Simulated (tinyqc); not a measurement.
From results back to parameters: Lorentz oscillators and the Kramers-Kronig relations. Two cases, with inputs chosen for the exercise.

Problem. Below the gap a single undamped oscillator gives n^2 - 1 = Eo Ed/(Eo^2 - E^2) (Wemple-DiDomenico). Two refractive indices were computed from hidden Eo and Ed.

Find: Eo; Ed; n at E = 0.
Method. 1/(n^2 - 1) = Eo/Ed - E^2/(Eo Ed) is a straight line in E^2: slope -1/(Eo Ed), intercept Eo/Ed.

Case 1.

Values chosen (out of a larger set: line positions loosely like those of Si; Lorentz tails absorb below the gap, where the real solid is clear; not measured data): Ea = 0.88 eV; Eb = 2.57 eV.

n(Ea) = 3.372564
n(Eb) = 4.080854

Solution.

Eo = 4.25 eV
Ed = 42.2 eV
n at E = 0 = 3.306

Case 2.

Values chosen: Ea = 1.19 eV; Eb = 2.43 eV.
n(Ea) = 1.829625
n(Eb) = 1.883714

Solution.

Eo = 7.64 eV
Ed = 17.5 eV
n at E = 0 = 1.814

Computed by tinyqc, one run a case: `OMP_NUM_THREADS=1 python tinyqc.py N N+1 out.jsonl` with N = 1682158, 1682220; one thread of a shared Intel(R) Xeon(R) Processor @ 2.30GHz, about 0.2 s a run at most.
